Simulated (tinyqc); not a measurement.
Worked calculation: oxide trap near a transistor channel: two-state multiphonon kinetics, telegraph noise and bias instability. Computed by tinyqc, a small Python program that keeps every step. Command: `OMP_NUM_THREADS=1 python tinyqc.py 3017579 3017580 out.jsonl oxidetrap walk`. One thread of a shared host (Intel(R) Xeon(R) Processor @ 2.30GHz), about 0.01 s of CPU time with the checks. Intermediate numbers are printed to about 5 digits and carried at full precision; extremes and crossings named in words are read from the listed rows.

An n-channel device under positive gate bias. The trap is empty (state 1) or holds an electron (state 2); both states are parabolas of equal curvature, and the electron reservoir is taken at the Fermi level of the channel.

Inputs (values chosen for the exercise, with an insulator like SiO2 on silicon):

| quantity | value | unit |
|---|---|---|
| insulator constant eps_ox | 3.97 | - |
| insulator thickness t_ox | 5.6 | nm |
| trap depth x from the interface | 0.54 | nm |
| tunnel barrier phi_b | 2.99 | eV |
| tunnelling mass m_ox | 0.45 | m_0 |
| trap level above E_F at zero field E_t | 0.25 | eV |
| relaxation energy E_R | 0.97 | eV |
| oxide field F | 2.6 | MV/cm |
| attempt rate k_0 at the interface | 2e+11 | 1/s |
| temperature T | 450 | K |
| channel width W | 240 | nm |
| channel length L | 95 | nm |
| frequency f | 10000 | Hz |
| stress time t_s | 2000 | s |
| trap density N_t | 1.5e+17 | cm^-3 eV^-1 |
| mean capture barrier mu_c | 1.2 | eV |
| spread of the barriers s_c | 0.33 | eV |
| saturation shift dV_max | 100 | mV |

Parts treated: one trap and an ensemble.

Constants: hbar^2/(2 m_0) = 3.80998212 eV angstrom^2; k_B = 8.617333262e-05 eV/K; e = 1.602176634e-19 C; eps_0 = 8.8541878128e-12 F/m.

## Tunnelling factor

kappa = sqrt(2 m_ox phi_b)/hbar = sqrt(m_ox phi_b/(hbar^2/2m_0)); attenuation length lambda = 1/(2 kappa); factor exp(-x/lambda) for a rectangular barrier.

kappa = 5.9427 1/nm

attenuation length lambda = 0.084138 nm

tunnelling factor = 0.0016318

## Barriers and time constants

E_21 = E_t - e F x is the energy of state 2 over state 1; barriers E_c = (E_R + E_21)^2/(4 E_R), E_e = E_c - E_21; tau_c = exp(E_c/k_B T)/(k_0 P), tau_e = exp(E_e/k_B T)/(k_0 P), P the tunnelling factor; occupation f_2 = tau_e/(tau_c + tau_e); 1/tau_0 = 1/tau_c + 1/tau_e.

E_21 = 0.1096 eV

capture barrier E_c = 0.30040 eV

emission barrier E_e = 0.19080 eV

capture time tau_c = 7.0890e-06 s

emission time tau_e = 4.1988e-07 s

occupation f_2 = 0.055917

tau_0 = 3.9640e-07 s

The two times are within a factor 30 of each other, so the trap switches between both states, though too fast to resolve as telegraph noise.

## Step height and noise

Charge-sheet step dV = e (t_ox - x)/(eps_ox eps_0 W L); Lorentzian spectrum S(f) = 4 dV^2 tau_0^2/((tau_c + tau_e)(1 + (2 pi f tau_0)^2)); corner 1/(2 pi tau_0); variance dV^2 f_2 (1 - f_2) = dV^2 tau_0/(tau_c + tau_e).

threshold step dV = 1.0115 mV

corner frequency = 4.0150e+05 Hz

S(f) = 8.5595e-14 V^2/Hz

root-mean-square noise = 0.23241 mV

f lies below the corner, on the flat part. Random dopants and current percolation, left out here, spread real steps around this value.

## Stress and recovery of one trap

From the zero-field occupation f(0), f(t) = f_2 + (f(0) - f_2) exp(-t/tau_0) under the field; after t_s the field is removed and f relaxes with the zero-field constants.

occupation at zero field = 0.0015828

tau_0 at zero field = 9.5931e-08 s

occupation after stress = 0.055917

half-time of recovery = 6.6494e-08 s

## Bias dependence of the times

The formulas are those given above.

Against field:

| F (MV/cm) | E_21 (eV) | tau_c (s) | tau_e (s) | f_2 |
|---|---|---|---|---|
| 0.00 | 0.25000 | 6.0607e-05 | 9.6083e-08 | 0.00158 |
| 0.78 | 0.20788 | 3.0974e-05 | 1.4549e-07 | 0.00468 |
| 1.56 | 0.16576 | 1.6207e-05 | 2.2557e-07 | 0.01373 |
| 2.08 | 0.13768 | 1.0663e-05 | 3.0614e-07 | 0.02791 |
| 2.60 | 0.10960 | 7.0890e-06 | 4.1988e-07 | 0.05592 |
| 3.12 | 0.08152 | 4.7627e-06 | 5.8193e-07 | 0.10888 |
| 3.90 | 0.03940 | 2.6748e-06 | 9.6835e-07 | 0.26580 |

ln(tau_c/tau_e) falls by e x/k_B T = 1.393 per MV/cm, which measures the depth x if the change of surface potential with bias is left aside. Over these rows tau_c shortens by 1.36 decades and tau_e lengthens by 1.00; the shares differ because E_21 is not small against E_R.

## Many traps: 1/f noise

McWhorter number fluctuations for traps uniform in depth and energy: S_V = e^2 k_B T N_t lambda/(W L C_ox^2 f), C_ox = eps_ox eps_0/t_ox. The number of traps within k_B T in energy and one decade in time is N_t k_B T lambda ln(10) W L.

C_ox = 0.62770 microF/cm^2

1/f noise S_V(f) = 1.3985e-12 V^2/Hz

active traps per decade = 0.025693

With less than one active trap per decade a single device shows separate Lorentzians; 1/f is only the average over many devices. Caution: N_t k_B T lambda ln(10) W L, the number of active traps per decade, is below one, so S_V is only the mean over many devices.

## Many traps: shift under stress

For a normal spread of capture barriers (given for the stress field, with depth and field not resolved, k_0 being taken as the effective rate of the ensemble), traps with barrier below k_B T ln(k_0 t) are filled: dV(t) = (dV_max/2) erfc((mu_c - k_B T ln(k_0 t))/(sqrt(2) s_c)); local exponent n = d ln dV/d ln t (central difference, factor 1.01 in t).

filling front k_B T ln(k_0 t_s) = 1.3038 eV

shift after t_s = 62.346 mV

local time exponent n = 0.071562

## Power law or saturation

The extrapolation continues the power law fitted through 10 s and 1000 s.

Against stress time:

| t (s) | shift (mV) | local exponent | power law (mV) | shift at T + 50 K (mV) |
|---|---|---|---|---|
| 1.00e-03 | 8.222 | 0.21691 | 15.53 | 12.699 |
| 1.00e-01 | 19.789 | 0.16518 | 24.26 | 29.478 |
| 1.00e+01 | 37.903 | 0.11795 | 37.90 | 52.464 |
| 1.00e+03 | 59.217 | 0.07704 | 59.22 | 74.636 |
| 1.00e+05 | 78.062 | 0.04450 | 92.52 | 89.695 |
| 1.00e+07 | 90.582 | 0.02179 | 144.54 | 96.895 |
| 3.00e+08 | 95.684 | 0.01126 | 200.95 | 98.955 |

The exponent falls from 0.217 to 0.011 as the front climbs the distribution, so the power law overstates the shift at 3e8 s (about ten years) by a factor 2.10. Heating by 50 K raises the shift at 1000 s by a factor 1.26: time and temperature enter only through T ln(k_0 t).

Checks made by the program: detailed balance tau_c/tau_e = exp(E_21/k_B T) (relative difference below 1e-10); the integral of S(f) against the variance (relative difference below 1e-10).
